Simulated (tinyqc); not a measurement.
# Worked calculation: vertical double-diffused power MOSFET, components of the on-resistance

Numbers from tinyqc (`OMP_NUM_THREADS=1 python tinyqc.py 2230116 2230117 out.jsonl`; about 0.01 s on one thread of a shared Intel Xeon 2.30GHz). Printed values are rounded.

Stripe cells of pitch Wp + a, two channels a cell. Current flows through the channels, spreads in the accumulation layer, passes the gap between the p bodies and spreads at 45 degrees into the drift layer below them. Low drain voltage, full ionisation.

Parameters, values chosen for the exercise; bulk values close to those of 4H silicon carbide:
- T = 300 K (temperature)
- eps_r = 9.76 (relative permittivity)
- Kc = 22100 V/cm per (cm^-3)^(1/8) (critical-field constant)
- BV = 900 V (rated breakdown voltage of the drift layer)
- mud = 827 cm^2/(V s) (drift mobility at 300 K)
- bt = 2 (temperature exponent of the drift mobility)
- tox = 82 nm (gate oxide thickness (eps_r 3.9))
- Vov = 14 V (gate overdrive)
- mch = 32 cm^2/(V s) (channel mobility)
- mac = 100 cm^2/(V s) (accumulation-layer mobility)
- Lc = 0.5 um (channel length)
- Wp = 5.2 um (width of the p body in one cell, channels included)
- a = 4.2 um (gap between neighbouring p bodies)
- xp = 0.8 um (depth of the p body)
- Nj = 2 (doping of the gap over the drift doping)
- Vbi = 2.97 V (built-in voltage of the body junction)
- Rs = 0.069 mohm cm^2 (substrate and contact resistance)

Constants: q = 1.602176634e-19 C, eps0 = 8.8541878128e-14 F/cm where lengths are in cm. Results are converted to the units shown.

## Drift layer

Triangular field at breakdown with Ec = Kc N^(1/8): BV = eps0 eps_r Ec^2/(2 q N), so N = (eps0 eps_r Kc^2/(2 q BV))^(4/3); W = 2 BV/Ec; mu = mud (T/300 K)^(-bt); rho = 1/(q mu N); ideal resistance rho W.

drift doping N = 1.661627e16 cm^-3
Ec = 2.354827 MV/cm
drift thickness W = 7.643874 um
electron mobility mu at T = 827 cm^2/(V s)
drift resistivity rho = 0.4542035 ohm cm
ideal resistance = 0.3471875 mohm cm^2

## Components of the on-resistance

Pitch p = Wp + a, Cox = 3.9 eps0/tox; zero-bias depletion in the gap w0 = sqrt(2 eps0 eps_r Vbi/(q N Nj)), open gap g = a - 2 w0; R_ch = Lc p/(2 mch Cox Vov); R_acc = 0.6 a p/(4 mac Cox Vov), 0.6 being an empirical factor for current leaving the layer along its length; R_gap = (rho/Nj) xp p/g; spreading depth t = min(W, (p - g)/2); R_drift = (rho p/2) ln((g + 2 t)/g) + rho (W - t); R_on = the sum with Rs.

w0 = 0.3104956 um
g = 3.579009 um
components (mohm cm^2): channel 1.245634, accumulation 1.004479, gap 0.04771727, drift 0.4211289, substrate 0.069
R_on = 2.787959 mohm cm^2
shares (%): channel 44.67906, accumulation 36.02919, gap 1.71155, drift 15.10528, substrate 2.47493

The channel term is the largest. R_on is 8.03 times the ideal drift resistance rho W, and spreading raises the drift term to 1.21 times it.
